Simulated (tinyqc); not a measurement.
## Thermoelectric coefficients of a parabolic band, Landauer integrals: effect of the Fermi level

Bulk parabolic band, x = (E - Ec)/kB T, C = hbar^2/(2 m0), kB T in eV. Modes per area gv m kB T x/(4 pi C) times the back-scattering length l0 x^rr give the transport function s0 X(x), s0 = (2 q^2/h) gv m kB T l0/(4 pi C), X = x^(1 + rr). I_k = int X (x - eta)^k w dx, w = 1/(4 cosh^2((x - eta)/2)).

sigma = s0 I_0, S = -(kB/q) I_1/I_0, Lorenz number L = (kB/q)^2 [I_2/I_0 - (I_1/I_0)^2], kappa_e = L sigma T. Power factor S^2 sigma, ZT = S^2 sigma T/(kappa_e + kL). The integrals are converged.

Values chosen for this exercise:
- T = 200 K (temperature)
- m = 0.5 m0 (mass of one valley)
- gv = 2 (valleys)
- l0 = 6.9 nm (back-scattering length at x = 1)
- rr = 0.5 (energy exponent of that length)
- kL = 0.32 W/(m K) (lattice thermal conductivity)

Constants: q = 1.602176634e-19 C, kB = 1.380649e-23 J/K, hbar = 1.054571817e-34 J s, h = 6.62607015e-34 J s, m0 = 9.1093837015e-31 kg, Vt = kB T/q, hbar^2/(2 m0) = 0.0380998212 eV nm^2. Results are converted to the units shown.

Result of one run:

| eta | sigma (S/cm) | S (uV/K) | kappa_e (W/(m K)) | power factor (mW/(m K^2)) | ZT |
|---|---|---|---|---|---|
| -3 | 12.52 | -475.8 | 0.004658 | 0.2834 | 0.1746 |

What becomes of these results when the reduced Fermi level (EF - Ec)/kB T eta is changed from -3 to 4, all else the same?

Result of the changed run:

| eta | sigma (S/cm) | S (uV/K) | kappa_e (W/(m K)) | power factor (mW/(m K^2)) | ZT |
|---|---|---|---|---|---|
| 4 | 1666 | -94.03 | 0.7247 | 1.473 | 0.2819 |

The whole series:

| eta | sigma (S/cm) | S (uV/K) | kappa_e (W/(m K)) | power factor (mW/(m K^2)) | ZT |
|---|---|---|---|---|---|
| -4 | 4.656 | -560.8 | 0.001730 | 0.1464 | 0.09103 |
| -3 | 12.52 | -475.8 | 0.004658 | 0.2834 | 0.1746 |
| -2 | 33.08 | -392.7 | 0.01235 | 0.5101 | 0.3070 |
| -1 | 83.86 | -314.0 | 0.03157 | 0.8269 | 0.4704 |
| 0 | 195.7 | -244.2 | 0.07497 | 1.167 | 0.5909 |
| 1 | 403.1 | -187.6 | 0.1587 | 1.418 | 0.5926 |
| 2 | 722.4 | -145.4 | 0.2944 | 1.528 | 0.4975 |
| 3 | 1148 | -115.4 | 0.4845 | 1.529 | 0.3800 |
| 4 | 1666 | -94.03 | 0.7247 | 1.473 | 0.2819 |
| 5 | 2263 | -78.58 | 1.009 | 1.397 | 0.2103 |
| 6 | 2928 | -67.13 | 1.331 | 1.320 | 0.1599 |

sigma rises from 4.66 to 2930 S/cm, and S rises from -561 to -67.1 uV/K. Among the rows the power factor is largest at eta = 3 and ZT, 0.593, at eta = 1, where S = -188 uV/K. ZT peaks at a lower eta than the power factor because kappa_e grows with sigma.

Range of the model: Parabolic bands, elastic scattering and a fixed kL make these model figures, not those of a material.

Program tinyqc, `OMP_NUM_THREADS=1 python tinyqc.py 2800001 2800002 out.jsonl`; Intel Xeon 2.30GHz, shared host, one thread, about 0.08 s.
